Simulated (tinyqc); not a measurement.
Metal-induced gap states at the contact of a metal chain and a two-band chain: sweeps and comparisons. A value that a table varies takes the place of the one given here.

The semiconductor alternates sites A at -Eg/2 and C at +Eg/2 with hopping -t; the gap runs from -Eg/2 to Eg/2. In the gap cosh(q a) = 1 + (Eg^2/4 - E^2)/(2 t^2) and the amplitude changes by -exp(-q a) a period. The metal has site energy 0 and hopping -tm; its end site has g_m = (E - i sqrt(4 tm^2 - E^2))/(2 tm^2). Sites 1, 2, ... count into the semiconductor, with energies e1, e2 alternating. The clean half chain has g1 = 1/(E - e1 - t^2 g2), g2 = 1/(E - e2 - t^2 g1), decaying root. With the contact G11 = 1/(1/g1 - tc^2 g_m), and the density on site j is -Im G_jj/pi = |psi_j/psi_1|^2 (-Im G11/pi), per spin, with psi_2/psi_1 = -t g2, psi_3/psi_2 = -t g1.

Constants: e^2/(4 pi eps0) = 14.39964547 eV angstrom.

Values chosen for the exercise (gap and optical dielectric constant near those of Si; the chain itself is a model; not measured data):
- Eg = 1.09 eV (gap)
- t = 2.29 eV (hopping in the semiconductor)
- tm = 2.29 eV (hopping in the metal)
- tc = 0.8 eV (hopping across the contact)
- end = A (site that touches the metal)
- a = 3.84 angstrom (period (two sites); one chain for each area a^2)
- eps = 11.3 (dielectric constant)
- E = 0.13 eV (energy from mid-gap)

## Across the gap

E = f Eg. Share on C: the part of the summed density that lies on C sites, whose orbitals make the conduction edge.

Gap states:

| f | E (eV) | xi = 1/(2q) (angstrom) | D1 (1/eV) | D2 (1/eV) | sum (1/eV) | share on C |
|---|---|---|---|---|---|---|
| -0.48 | -0.523 | 28.82 | 0.4128 | 0.0079 | 3.3720 | 0.019 |
| -0.40 | -0.436 | 13.46 | 0.1116 | 0.0107 | 0.4927 | 0.088 |
| -0.30 | -0.327 | 10.10 | 0.0518 | 0.0107 | 0.1975 | 0.171 |
| -0.15 | -0.164 | 8.48 | 0.0243 | 0.0104 | 0.0954 | 0.300 |
| 0.00 | 0.000 | 8.09 | 0.0132 | 0.0104 | 0.0626 | 0.441 |
| 0.15 | 0.164 | 8.48 | 0.0073 | 0.0108 | 0.0495 | 0.597 |
| 0.30 | 0.327 | 10.10 | 0.0035 | 0.0116 | 0.0479 | 0.768 |
| 0.40 | 0.436 | 13.46 | 0.0016 | 0.0128 | 0.0580 | 0.886 |
| 0.48 | 0.523 | 28.82 | 0.0003 | 0.0148 | 0.1212 | 0.979 |

The decay length xi of the density is shortest at mid-gap, 8.09 angstrom, and grows to 28.8 near the edges. The summed density is least at f = 0.3 (0.0479) and largest at f = -0.48 (3.3720 1/eV). The share on C goes from 0.02 to 0.98 and passes one half near f = +0.057, a point that depends on which site ends the chain. The states turn from valence-like to conduction-like across the gap; the branch point, where the decay is fastest, lies at mid-gap in this symmetric chain and is the usual estimate of the neutrality level.

## Wider gaps pin less

E = 0; Eg is varied and eps follows 1 + (eps0 - 1)(Eg0/Eg), with the given Eg and eps as Eg0 and eps0. xi = 1/(2q), N = 2 (summed density)/a^2, S = 1/(1 + 4 pi e^2 N xi/eps).

Against the gap:

| Eg (eV) | eps | xi (angstrom) | summed density (1/eV) | S | S at fixed eps |
|---|---|---|---|---|---|
| 0.50 | 23.45 | 17.60 | 0.1452 | 0.272 | 0.153 |
| 0.75 | 15.97 | 11.74 | 0.0943 | 0.370 | 0.294 |
| 1.10 | 11.21 | 8.01 | 0.0619 | 0.479 | 0.481 |
| 1.50 | 8.48 | 5.89 | 0.0435 | 0.574 | 0.642 |
| 2.30 | 5.88 | 3.86 | 0.0261 | 0.704 | 0.820 |
| 3.40 | 4.30 | 2.64 | 0.0158 | 0.808 | 0.917 |
| 5.50 | 3.04 | 1.69 | 0.0080 | 0.902 | 0.972 |
| 9.00 | 2.25 | 1.10 | 0.0036 | 0.958 | 0.991 |

From Eg = 0.5 to 9 eV xi falls by a factor 15.9 and the summed density by 40.2, so at fixed eps S rises from 0.15 to 0.99. The weaker screening of wide-gap solids works against this: with it S goes from 0.27 to 0.96.

## Weakening the contact bond

At the given E, tc is varied, as by a thin spacer. xi = 1/(2q), N = 2 (summed density)/a^2, S = 1/(1 + 4 pi e^2 N xi/eps) with xi and eps kept.

Against tc:

| tc (eV) | D1 (1/eV) | summed density (1/eV) | S |
|---|---|---|---|
| 0.10 | 0.00013 | 0.00080 | 0.9857 |
| 0.25 | 0.00081 | 0.00502 | 0.9168 |
| 0.50 | 0.00324 | 0.02007 | 0.7337 |
| 0.80 | 0.00826 | 0.05122 | 0.5192 |
| 1.20 | 0.01816 | 0.11260 | 0.3294 |
| 1.80 | 0.03607 | 0.22371 | 0.1982 |
| 2.50 | 0.04911 | 0.30457 | 0.1537 |
| 3.50 | 0.04437 | 0.27517 | 0.1673 |

For a weak bond the density goes as tc^2 (ratio 6.25 between 0.25 and 0.1 eV, against 6.25). It is largest at tc = 2.5 eV among these rows and falls beyond, as the first site pairs off with the metal. S is 0.986 at 0.1 eV and has its least value, 0.154, in that row.

## What each parameter does

xi = 1/(2q), summed density, and S = 1/(1 + 4 pi e^2 N xi/eps), N = 2 (summed density)/a^2. Each row changes one parameter from the base and keeps the others.

Results:

| case | xi (angstrom) | summed density (1/eV) | S |
|---|---|---|---|
| base | 8.326 | 0.05122 | 0.5192 |
| Eg = 1.199 eV | 7.533 | 0.04657 | 0.5676 |
| t = 2.519 eV | 9.155 | 0.04720 | 0.5158 |
| tm = 2.519 eV | 8.326 | 0.04658 | 0.5428 |
| tc = 0.88 eV | 8.326 | 0.06183 | 0.4721 |
| eps = 12.43 | 8.326 | 0.05122 | 0.5429 |
| end = C | 8.326 | 0.08588 | 0.3917 |

The largest shifts from the base row, up to three for each result and ties (the steps differ in size, so this ranks the rows, not the parameters). xi (angstrom): t +0.829, Eg -0.793; unchanged at the printed digits by tm, tc, eps and end. summed density (1/eV): end +0.03466, tc +0.01061, Eg -0.00465; unchanged at the printed digits by eps. S: end -0.1275, Eg +0.0484, tc -0.0470. The decay length belongs to the semiconductor alone; the metal and the contact set only the amplitude.

Computed by tinyqc, a small Python program: `OMP_NUM_THREADS=1 python tinyqc.py 1482843 1482844 out.jsonl` (the numbers bound the seed that draws the inputs); one thread of a shared host (Intel(R) Xeon(R) Processor @ 2.30GHz), about 0.01 s for the whole set of steps.
